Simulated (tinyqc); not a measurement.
Inside a calculation. Method: CID on RHF in the sto-3g basis, for H3+, spin multiplicity 1. One step of it, computed by the program tinyqc.

Question. CID: determinants and Hamiltonian. Slater-Condon rules over spin orbitals, with the nuclear repulsion added and E(HF) subtracted on the diagonal. Only determinants linked to the reference directly or through others are kept (one block of an abelian symmetry group), so some states are absent.

one-electron integrals over orbitals h = C^T H C (hartree):
```
[[-1.706323, 0.000000, -0.103333],
 [0.000000, -1.225617, 0.000000],
 [-0.103333, 0.000000, -0.621618]]
```

Two-electron integrals over orbitals (pq|rs), unique and non-zero (hartree):
```
(11|11) 0.611841    (21|21) 0.145704    (22|11) 0.525125    (22|22) 0.565866
(31|11) 0.103333    (31|22) -0.022550   (31|31) 0.130215    (32|21) -0.135881
(32|32) 0.154860    (33|11) 0.617942    (33|22) 0.557892    (33|31) 0.090892
(33|33) 0.666592
```

nuclear repulsion = 1.59582995 hartree

Hartree-Fock energy = -1.20497559 hartree

Give: determinants; H - E(HF) between determinants.

Answer.

Occupation strings over the orbitals (2 doubly, a alpha, b beta, 0 empty; spin orbitals ordered 1a 1b 2a 2b ...): 200 020 002

H - E(HF) between determinants (hartree), order 200, 020, 002:
```
[[0.000, 0.146, 0.130],
 [0.146, 0.915, 0.155],
 [0.130, 0.155, 2.224]]
```
